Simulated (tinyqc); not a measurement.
# Changing the trap depth E_t

Model: deep-level transient spectroscopy (DLTS) of one majority-carrier trap. Computed by tinyqc, a small Python program. Command: `OMP_NUM_THREADS=1 python tinyqc.py 3003766 3003767 out.jsonl dlts sweep`. One thread of a shared host (Intel(R) Xeon(R) Processor @ 2.30GHz), about 0.06 s of CPU time with the checks.

A filling pulse loads the traps in a one-sided junction; under reverse bias they empty at the rate e, and the capacitance relaxes as C(t) = C_0 - dC exp(-e t). The signal is S = [C(t_2) - C(t_1)]/dC.

Inputs (values chosen for the exercise, with mass and screening modelled on CdS):
```
quantity                    value   unit
density-of-states mass m    0.194    m_0
valleys M                       1      -
cross-section sigma_0     3.5e-14   cm^2
degeneracy ratio g              2      -
gate time t_1                0.01      s
ratio t_2/t_1                   5      -
temperature T                 540      K
doping N                  4.5e+15  cm^-3
trap density N_t          1.3e+14  cm^-3
dielectric constant eps      8.61      -
built-in voltage V_b          1.2      V
reverse bias V_r              1.2      V
diode area                 0.0029   cm^2
mean field F                34000   V/cm
```

Carriers: electrons. Extra term: Poole-Frenkel lowering.

Constants: k_B = 8.617333262e-05 eV/K; k_B = 1.380649e-23 J/K; m_0 = 9.1093837015e-31 kg; h = 6.62607015e-34 J s; e = 1.602176634e-19 C; eps_0 = 8.8541878128e-12 F/m.

Method:
- e = g sigma v N_b exp(-E/k_B T), v = sqrt(3 k_B T/m), N_b = 2 M (2 pi m k_B T/h^2)^(3/2), sigma = sigma_0, E = E_t - dE with the one-dimensional Poole-Frenkel lowering dE = sqrt(e^3 F/(pi eps eps_0)), F being held as an input apart from the bias (the centre is charged when empty).
- S(e) = exp(-e t_1) - exp(-e t_2) peaks at the rate window e_0 = ln(t_2/t_1)/(t_2 - t_1).
- T_p solves e(T) = e_0 (bisection between 15 and 1500 K); the half-height points solve S = S_max/2 on either side.
- W = sqrt(2 eps eps_0 (V_b + V_r)/(e N)), C_0 = eps eps_0 area/W. The pulse goes to zero bias, W_0 = W(V_r = 0). Traps within lambda = sqrt(2 eps eps_0 (E_t - E_F)/(e^2 N)) of the depletion edge stay filled, with E_F = k_B T_p ln(N_b/N) from the band, N_b = 2 M (2 pi m k_B T_p/h^2)^(3/2) (dopants taken as fully ionised). dC = C_0 (N_t/2N) f, f = [(W - lambda)^2 - max(W_0 - lambda, 0)^2]/W^2. The simple estimate is 2 N dC/C_0.

One run for each value:
```
trap depth E_t (eV)  peak temperature T_p (K)  full width (K)        f
0.378                                  159.36          16.485  0.29071
0.567                                  242.13          24.273  0.24775
0.661                                  282.46          27.998  0.22915
0.756                                  322.79          31.687  0.21168
0.851                                  362.76          35.313  0.19530
0.945                                  402.00          38.846  0.18000
1.040                                  441.37          42.370  0.16532
```

Give the missing row, trap depth E_t (eV) = 0.473.

Computed row:
```
trap depth E_t (eV)  peak temperature T_p (K)  full width (K)        f
0.473                                  201.29          20.458  0.26801
```

Interpolating between the two neighbouring rows (linearly) misses most in f, by 0.41 %. Over the rows, peak temperature T_p (K) rises from 159 to 441 (exponent d ln y / d ln x 1.0 between the first rows and 0.98 between the last); full width (K) rises from 16.5 to 42.4 (exponent d ln y / d ln x 0.96 between the first rows and 0.91 between the last); f falls from 0.291 to 0.165 (exponent d ln y / d ln x -0.36 between the first rows and -0.89 between the last). The exponent of peak temperature T_p stays between 0.98 and 1.04, near 1: T_p is nearly proportional to the depth.

Extremes, crossings and ranges named in words are read from the listed rows.
